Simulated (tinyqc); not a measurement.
Comparisons within one model: dielectric confinement in a thin film (image charges). A value that a table varies takes the place of the one given here.

A film |z| < t/2 of dielectric constant eps between half-spaces of dielectric constant e2; lam = (eps - e2)/(eps + e2), q = e^2/(4 pi eps0). The self-energy of a band edge is taken with the high-frequency value, e2 = eh, and the field of a fixed ion with the static one, e2 = eo. A charge at z has images lam^|n| at n t + (-1)^n z. Its self-energy is S(z) = (q/2 eps) sum over n >= 1 of lam^n [1/(n t - 2z) + 1/(n t + 2z)] for odd n and 2 lam^n/(n t) for even n; at the centre S(0) = -(q/(eps t)) ln(1 - lam).

Donor at the centre, lam from the static eo, trial function cos(pi z/t) exp(-rho/l): E(l) = c/(m l^2) - (q/eps) times the integral over k of F(k t) (1 + (k l/2)^2)^(-3/2), with F(x) = F0 + 2 lam exp(-x) G/(1 - lam exp(-x)), F0 = 2[(1 - exp(-x/2))/x + x (1 + exp(-x/2))/(x^2 + 4 pi^2)], G = 2 sinh(x/2)[1/x - x/(x^2 + 4 pi^2)]; c = hbar^2/2m0. The binding energy is -E at the minimum, counted from the subband edge with its self-energy.

Constants: e^2/(4 pi eps0) = 14.39964547 eV angstrom; hbar^2/2m0 = 3.80998211 eV angstrom^2; Ry = 13.60569312 eV.

Parameters, chosen for this exercise (near those of a Ge film between layers of SiO2; the results hold for these values, not for the real material):
- eps = 16.4 (dielectric constant of the film)
- eh = 2.1 (high-frequency dielectric constant outside)
- eo = 4 (static dielectric constant outside)
- m = 0.152 m0 (mass in the plane)
- mz = 0.119 m0 (mass across the film)
- ts = (10, 15, 22, 32, 48, 70, 100) angstrom (thicknesses)
- t = 50 angstrom (film thickness)

## Thinning the film

<S> is the mean over (2/t) cos^2(pi z/t); confinement c (pi/t)^2/mz; donor binding with and without images.

Results:
```
t (angstrom)  <S> (meV)  confinement (meV)  binding, no images (meV)  binding (meV)  l (angstrom)
10                145.3             3159.9                      26.2          119.3          21.2
15                 96.8             1404.4                      24.7           95.5          24.5
22                 66.0              652.9                      23.0           76.6          28.2
32                 45.4              308.6                      21.1           61.2          32.4
48                 30.3              137.1                      18.8           47.6          37.7
70                 20.8               64.5                      16.6           37.4          43.5
100                14.5               31.6                      14.5           29.6          49.9
```

Between 100 and 10 angstrom the binding goes from 29.6 to 119.3 meV; quantum confinement alone would take it from 14.5 to 26.2, so the images supply +15.2 and +93.0 meV. |<S>| goes as 1/t and exceeds the confinement energy beyond 218 angstrom. Hard-wall energies above 300 meV (up to t = 32 angstrom) overstate the confinement: walls are finite and valleys non-parabolic.

## Choice of the surrounding dielectric

The same film between different dielectrics; in this table one value e2 serves for both eo and eh.

Results:
```
case         lam  <S> (meV)  binding (meV)  l (angstrom)
e2 = 1     0.885       41.5           86.9          35.9
e2 = 2.5   0.735       26.2           59.1          37.2
e2 = 3.9   0.616       19.2           47.1          38.2
e2 = 7.5   0.372        9.6           31.9          40.4
e2 = 16    0.012        0.3           18.9          44.2
e2 = 25   -0.208       -4.1           13.5          47.1
e2 = 80   -0.660      -11.5            5.8          55.2
```

The binding spans a factor 15.0, from 87 meV in vacuum to 5.8 meV for e2 = 80; going from 3.9 to 25 changes it by -33.5 meV and the band edge by -23.3 meV, so the binding responds 1.44 times as much as the edge (for an orbit much smaller than t the binding would change by twice the change of S(0), -40.2 meV; here l/t = 0.76 for e2 = 3.9).

## What each parameter does

<S> is the mean over (2/t) cos^2(pi z/t). Each row changes one parameter from the base and keeps the others.

Results:
```
case             lam from eh  <S> (meV)  binding (meV)  l (angstrom)
base                   0.773       29.1           46.4          38.3
t = 44 angstrom        0.773       33.0           50.3          36.5
eps = 14.8             0.751       30.3           50.5          36.2
eo = 5.6               0.773       29.1           38.3          39.3
eh = 2.7               0.717       25.0           46.4          38.3
m = 0.182 m0           0.773       29.1           49.6          34.2
```

The largest shifts from the base row, up to three for each result and ties (the steps differ in size, so this ranks the rows, not the parameters). lam from eh: eh -0.056, eps -0.021; unchanged at the printed digits by t, eo and m. <S> (meV): eh -4.1, t +4.0, eps +1.3; unchanged at the printed digits by eo and m. binding (meV): eo -8.1, eps +4.1, t +3.9; unchanged at the printed digits by eh. l (angstrom): m -4.0, eps -2.1, t -1.8; unchanged at the printed digits by eh.

tinyqc: `OMP_NUM_THREADS=1 python tinyqc.py 1252787 1252788 out.jsonl`; about 0.03 s, one thread, shared Intel(R) Xeon(R) Processor @ 2.30GHz.
